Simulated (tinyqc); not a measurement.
Inside a calculation: standing waves and exposure in a photoresist film. Values are carried at full precision from step to step, so a last printed digit may differ when a step is redone from the rounded ones.

Normal incidence from air. Unexposed resist: N1 = n1 + i k1 with k1 = (A + B) lam/(4 pi), lam in micrometres. r01 = (1 - N1)/(1 + N1), t01 = 2/(1 + N1). Below the resist lie the layer Na = na + i ka and the substrate Ns = ns + i ks: r12 = (r1a + ras x)/(1 + r1a ras x), x = exp(4 pi i Na da/lam), r1a = (N1 - Na)/(N1 + Na), ras = (Na - Ns)/(Na + Ns). With p = exp(2 pi i N1 d/lam), the field at depth z is E(z) = t01 [exp(2 pi i N1 z/lam) + r12 p^2 exp(-2 pi i N1 z/lam)]/(1 + r01 r12 p^2), the relative intensity I(z) = n1 |E(z)|^2 and the reflectance R = |(r01 + r12 p^2)/(1 + r01 r12 p^2)|^2.

Inputs chosen for the exercise (a resist on Al, indices near tabulated ones; not measured data): lam = 365 nm (vacuum wavelength); n1 = 1.704 (resist index); A = 0.61 1/micrometre (bleachable absorption (Dill A)); B = 0.03 1/micrometre (fixed absorption (Dill B)); d = 1055 nm (resist thickness); ns = 0.413 (substrate n); ks = 4.518 (substrate k); na = 1.734 (n of the bottom antireflection layer); ka = 0.33 (its k); da = 31 nm (its thickness); C = 0.019 cm^2/mJ (exposure rate (Dill C)); D = 60 mJ/cm^2 (incident dose); Ld = 5 nm (diffusion length of the post-exposure bake).

## Interface coefficients

Form N1, r01, t01 and r12.

N1 = 1.70400+0.01859i
r01 = -0.2604-0.0051i
t01 = 0.7396-0.0051i
r12 = 0.5067-0.3976i
|r12|^2 = 0.4148

Next to the bottom the intensity swings by a factor ((1 + |r12|)/(1 - |r12|))^2 = 21.3 between antinode and node; without the layer |r12|^2 would be 0.8743.

## Round trip and reflectance

Form p^2, the denominator and R; the period of the standing wave is lam/(2 n1).

p^2 = 0.3006-0.4109i
1 + r01 r12 p^2 = 1.0012+0.0854i
R = 0.1826
period = 107.10 nm

The film holds 9.85 periods.

## Intensity and exposure over the lowest period

Nine depths from d - period to d. Without bleaching during the exposure the share of unexposed compound is m = exp(-C D I).

Profile:
```
z (nm)      I      m
947.9   1.162  0.266
961.3   0.755  0.423
974.7   0.306  0.705
988.1   0.076  0.917
1001.4  0.198  0.798
1014.8  0.600  0.505
1028.2  1.043  0.304
1041.6  1.268  0.236
1055.0  1.141  0.272
```

I runs from 0.076 to 1.268 on these points, so m runs from 0.236 to 0.917; the least exposed point listed lies 66.9 nm above the bottom.

## Smoothing by the bake

Gaussian diffusion of length Ld multiplies a cosine of period L by exp(-2 pi^2 Ld^2/L^2). Give that factor, and the Ld that leaves 10 %.

factor = 0.958
Ld for 10 % = 36.58 nm

## Checks

- R against the transfer-matrix product: both 0.18262.

Program tinyqc; command `OMP_NUM_THREADS=1 python tinyqc.py 1651776 1651777 out.jsonl`; about 0.01 s on one thread of a shared Intel(R) Xeon(R) Processor @ 2.30GHz.
